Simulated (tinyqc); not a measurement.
Four-point probe, van der Pauw, Hall and spreading-resistance readings of a semiconductor layer. From one set of inputs to another, one input at a time. Computed by tinyqc, a small Python program. Command: `OMP_NUM_THREADS=1 python tinyqc.py 3110188 3110189 out.jsonl probe ladder`. One thread of a shared host (Intel(R) Xeon(R) Processor @ 2.30GHz), about 0.03 s of CPU time with the checks.

The layer is uniform and ohmic; contacts are points unless a radius is given.

The inputs printed are set A. Set A is modelled on p-type silicon; the values taken over come from a set modelled on n-type silicon. Inputs not listed in the table keep their values of set A, so the rows need not describe a real material.

Inputs (values chosen for the exercise, modelled on p-type silicon):
```
quantity             value        unit
carrier density n  2.8e+17      1/cm^3
drift mobility mu      140  cm^2/(V s)
layer thickness t      940  micrometre
probe spacing s          1          mm
current I              0.2          mA
```

Backing of the layer: conducting.

Constants: e = 1.602176634e-19 C.

Method:
- rho = 1/(e n mu); R_s = rho/t.
- Collinear probes with equal spacing on a layer with conducting backing: images at depth 2 m t give V = (rho I/(2 pi s)) G, G = 1 + 4 sum_(m>=1) (-1)^m [1/sqrt(1 + (2 m u)^2) - 1/sqrt(4 + (2 m u)^2)], u = t/s; the sum runs to m = 20000, with the last term halved.
- Limits: thick, rho = 2 pi s V/I; thin on an insulator, rho = (pi/ln 2) t V/I.

Each row keeps all changes above it; columns: (1) input moved; (2) from; (3) to; (4) sheet resistance R_s (ohm/square); (5) rho by the thick formula (ohm cm); (6) rho by the thin formula (ohm cm):
```
(1)                                 (2)      (3)        (4)    (5)    (6)
set A                                 -        -  1.694e+00  0.103  0.070
current I (mA)                      0.2     0.05  1.694e+00  0.103  0.070
layer thickness t (micrometre)      940      470  3.388e+00  0.031  0.011
carrier density n (1/cm^3)      2.8e+17  1.2e+15  7.905e+02  7.233  2.452
drift mobility mu (cm^2/(V s))      140     1450  7.632e+01  0.698  0.237
```

Where does the difference come from?

Sheet resistance R_s goes from 1.69 to 76.3, a factor 45.1 in all. The largest single move comes from carrier density n (a factor 233), and drift mobility mu works against it (a factor 0.0966). rho by the thick formula goes from 0.103 to 0.698, a factor 6.78 in all. The largest single move comes from carrier density n (a factor 233), and drift mobility mu works against it (a factor 0.0966). rho by the thin formula goes from 0.0698 to 0.237, a factor 3.39 in all. The largest single move comes from carrier density n (a factor 233), and drift mobility mu works against it (a factor 0.0966). The single moves hold for this order of the switches; the total does not depend on the order.

Extremes, crossings and ranges named in words are read from the listed rows.
